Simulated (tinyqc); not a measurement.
Inside a calculation. Model: absorption edge of a degenerate semiconductor, band filling against gap narrowing.

Computed by the program tinyqc: `OMP_NUM_THREADS=1 python tinyqc.py 2330070 2330071 out.jsonl`, one thread of a shared Intel Xeon 2.30GHz, about 0.01 s for the whole run. Printed values are rounded.

n-type, parabolic bands, full ionisation. eta = (EF - Ec)/kB T solves N = Nc F12(eta), F12(x) = (2/sqrt(pi)) int_0^infinity sqrt(u)/(1 + exp(u - x)) du. The gap shrinks rigidly by dEg = a3 y^(1/3) + a4 y^(1/4) + a2 y^(1/2), y = N/1e18 cm^-3, an empirical law that is here taken as the true narrowing.

Values chosen for this exercise; band and dielectric values close to those of gallium nitride:
```
symbol    value   unit                                              meaning
T           300      K                                          temperature
Eg         3.34     eV                                             band gap
Nc      2.23e18  cm^-3  conduction-band density of states at 300 K, from me
me        0.199     m0                                        electron mass
mh        0.995     m0                                            hole mass
N        4.9e19  cm^-3                                ionised donor density
a3           16    meV                        coefficient of (N/1e18)^(1/3)
a4         12.4    meV                        coefficient of (N/1e18)^(1/4)
a2          4.1    meV                        coefficient of (N/1e18)^(1/2)
```

Constants: q = 1.602176634e-19 C, kB = 1.380649e-23 J/K, h = 6.62607015e-34 J s, c = 299792458 m/s, Vt = kB T/q. Results are converted to the units shown.

Range of the model: Band tails, non-parabolic bands and incomplete ionisation are left out.

## Iteration 1: Fermi level

eta at the start (Boltzmann value) = 3.0898

Newton step on ln F12(eta) = ln(N/Nc): eta(new) = eta - ln(Nc F12/N) F12/Fm, Fm(x) = dF12/dx = (1/sqrt(pi)) int_0^infinity u^(-1/2)/(1 + exp(u - x)) du.

F12 = 4.65543
Fm = 1.88554
eta after iteration 1 = 6.92119

## Course of the iteration

Stop when eta changes by less than 1e-9.

Course of the iteration:

| iteration | eta | change |
|---|---|---|
| 1 | 6.92119 | 3.83 |
| 2 | 9.05690 | 2.14 |
| 3 | 9.39032 | 0.333 |
| 4 | 9.39627 | 5.95e-3 |
| 5 | 9.39628 | 1.81e-6 |
| 6 | 9.39628 | < 1e-12 |

Converged in 6 iterations.

## The optical edge

converged eta = 9.39628

Vertical transitions need an empty final state: the edge is taken where the state lies 4 kB T below EF, E_opt = Eg - dEg + (1 + me/mh) max(eta - 4, 0) kB T; wavelength h c/(q E_opt).

dEg = 120.056 meV
EF - Ec = 242.913 meV
filling shift = 167.405 meV
E_opt = 3.38735 eV
wavelength = 366.021 nm

The edge lies 47.3 meV above the undoped gap: filling outweighs narrowing.
